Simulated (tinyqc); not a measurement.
Resonant-tunnelling diode, transfer matrices and Tsu-Esaki current: two steps of the calculation.

Emitter (band edge 0), barrier d1, well Lw, barrier d2, spacer ds, collector (edge -V). The bias drops linearly over these layers and none in the contacts; each layer is cut into ns equal slices, flat at the value of their centres. E is the energy of motion across the layers, C = hbar^2/(2 m0), psi and psi'/m are continuous. Transport is coherent, T(E) is taken as independent of the transverse momentum, and charge in the well is ignored.

Parameters, values chosen for the exercise; masses and offsets of a made-up heterostructure: mass in the well, spacer and contacts mw = 0.26 m0; barrier height U1 = 1.1 eV; barrier mass m1 = 0.51 m0; emitter barrier d1 = 0.8 nm; well width Lw = 1 nm; collector barrier d2 = 0.8 nm; slices in each layer ns = 2; undoped spacer after the collector barrier ds = 2.8 nm; bias of the collector V = 1 V; trial energy E = 0.11821 eV.

Constants: q = 1.602176634e-19 C, hbar = 1.054571817e-34 J s, m0 = 9.1093837015e-31 kg, hbar^2/(2 m0) = 0.0380998212 eV nm^2. Results are converted to the units shown.

Task 1. Slices under bias. U = edge of the layer - V x/Lt at the centre x of each slice, Lt the summed thickness.

Find: U; m; width.

Result 1.

```
slice   U (eV)  m (m0)  width (nm)
0       1.0630    0.51     0.40000
1       0.9889    0.51     0.40000
2      -0.1944    0.26     0.50000
3      -0.2870    0.26     0.50000
4       0.7296    0.51     0.40000
5       0.6556    0.51     0.40000
6      -0.6111    0.26      1.4000
7      -0.8704    0.26      1.4000
```

Task 2. Running product of the slice matrices at the trial energy. For the pair (psi, psi'/m) a flat layer has M = [[cos kd, (m/k) sin kd], [-(k/m) sin kd, cos kd]] with k = sqrt(m (E - U)/C) above its edge U, and M = [[cosh Kd, (m/K) sinh Kd], [(K/m) sinh Kd, cosh Kd]] with K = sqrt(m (U - E)/C) below it. Later slices stand to the left. With M acting on (psi, psi'/m) and v = k/m in each lead, T(E) = 4 vL vR/[(vL vR M12 - M21)^2 + (vR M11 + vL M22)^2]. vL = sqrt(mw E/C)/mw, vR = sqrt(mw (E + V)/C)/mw.

```
slice      U (eV)  m (m0)  width (nm)
0       1.0629630    0.51         0.4
1       0.9888889    0.51         0.4
2      -0.1944444    0.26         0.5
3      -0.2870370    0.26         0.5
4       0.7296296    0.51         0.4
5       0.6555556    0.51         0.4
6      -0.6111111    0.26         1.4
7      -0.8703704    0.26         1.4
```

Give: Product after each layer; T(E).

Result 2.

Product after each layer:
```
             M11  M12 (nm)  M21 (1/nm)    M22
barrier d1  8.30      1.18        55.3   8.01
well        9.76      1.41       -53.5  -7.64
barrier d2  1.84     0.352       -1.69  0.220
spacer      1.56     0.323       -9.99  -1.43
```

T(E) = 0.240

Computed by the program tinyqc: `OMP_NUM_THREADS=1 python tinyqc.py 2600062 2600063 out.jsonl`, one thread of a shared Intel Xeon 2.30GHz, about 0.2 s for the whole run.
